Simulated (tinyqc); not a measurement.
# Avalanche multiplication and breakdown of a junction from ionisation integrals, step by step

A worked calculation. Computed by tinyqc, a small Python program that keeps every step. Command: `OMP_NUM_THREADS=1 python tinyqc.py 3001322 3001323 out.jsonl impact walk`. One thread of a shared host (Intel(R) Xeon(R) Processor @ 2.30GHz), about 0.01 s of CPU time with the checks. Intermediate numbers are printed to about 6 digits and carried at full precision; extremes and crossings named in words are read from the listed rows.

Ionisation coefficients follow the local field. Position x runs through the depletion layer from the p side (x = 0), where electrons enter, to the n side (x = w), where holes enter. The built-in voltage is neglected.

Inputs (values chosen for the exercise, modelled on InP): electron prefactor a_n = 5.67e+06 1/cm; electron field b_n = 3.11e+06 V/cm; hole prefactor a_p = 2.1e+06 1/cm; hole field b_p = 2.24e+06 V/cm; exponent c = 1; permittivity eps = 12.5; layer width W = 27 micrometre; bias as a fraction of the breakdown voltage = 0.7.

Junction: p-i-n with uniform field.

Constants: e = 1.602176634e-19 C; eps_0 = 8.8541878128e-12 F/m.

## Breakdown

alpha_n = a_n exp(-(b_n/F)^c), alpha_p = a_p exp(-(b_p/F)^c). Uniform field F = F_m, w = W, V = F_m W. With Phi(x) = int_0^x (alpha_n - alpha_p) dx': 1 - 1/M_n = I_n = int_0^w alpha_n exp(-Phi) dx and M_p = M_n exp(-Phi(w)); trapezoid rule on 401 even points; breakdown at I_n = 1. Solve I_n(F_m) = 1.

critical field F_m = 0.287440 MV/cm

width at breakdown = 27 micrometre

breakdown voltage = 776.088 V

## Coefficients at the critical field

The formulas are those given above.

alpha_n = 113.415 1/cm

alpha_p = 866.550 1/cm

ratio k = alpha_p/alpha_n = 7.64052

shorter ionisation length = 11.5400 micrometre

Holes ionise more readily at the peak field. For a uniform field the condition reads (alpha_n - alpha_p) W = ln(alpha_n/alpha_p): -2.0335 against -2.0335.

## Field and integrand below breakdown

Bias V = fraction times the breakdown voltage.

peak field = 0.201208 MV/cm

Every 50th point:
```
x (micrometre)  F (MV/cm)  alpha_n (1/cm)  alpha_p (1/cm)         Phi  I_n up to x
0.000            0.201208         1.09863         30.7132   0.0000000   0.00000000
3.375            0.201208         1.09863         30.7132  -0.0099949   0.00037265
6.750            0.201208         1.09863         30.7132  -0.0199898   0.00074904
10.125           0.201208         1.09863         30.7132  -0.0299848   0.00112921
13.500           0.201208         1.09863         30.7132  -0.0399797   0.00151320
16.875           0.201208         1.09863         30.7132  -0.0499746   0.00190104
20.250           0.201208         1.09863         30.7132  -0.0599695   0.00229278
23.625           0.201208         1.09863         30.7132  -0.0699645   0.00268846
27.000           0.201208         1.09863         30.7132  -0.0799594   0.00308811
```

## Multiplication and noise

M_n = 1/(1 - I_n), M_p = M_n exp(-Phi(w)); McIntyre excess noise for the carrier with the larger M, F_x = k M + (1 - k)(2 - 1/M), with k = (smaller M - 1)/(larger M - 1).

M_n = 1.00310

M_p = 1.08660

effective k = 0.0357705

excess noise factor = 1.07994

Injecting holes gives the larger gain and, at equal gain, the lower noise.

## Gain against bias and Miller's formula

Miller's exponent n is defined by 1 - 1/M = (V/V_B)^n for the larger M.

Gain:
```
V/V_B    V (V)  F_m (MV/cm)      M_n      M_p  Miller exponent n
0.50   388.044     0.143720  1.00001   1.0010            10.0172
0.60   465.653     0.172464  1.00023   1.0131             8.5188
0.70   543.262     0.201208  1.00310   1.0866             7.0920
0.80   620.871     0.229952  1.02464   1.4012             5.6046
0.90   698.479     0.258696  1.17452   2.8665             4.0720
0.95   737.284     0.273068  1.59578   6.3381             3.3476
0.98   760.566     0.281691  3.00468  17.2927             2.9485
0.99   768.327     0.284566  5.41046  35.7443             2.8233
```

The larger gain passes 2 between 0.800 and 0.900 of V_B and reaches 35.7 at 0.99. Miller's exponent runs from 2.8 to 10, so it is not a constant: a fit holds over a narrow range only. From the first row to the last the voltage grows by a factor 1.98 and the peak field by 1.98.

Checks made by the program: the hole form of the condition, int alpha_p exp(Phi(w) - Phi) dx = 1 (relative difference 2e-06).
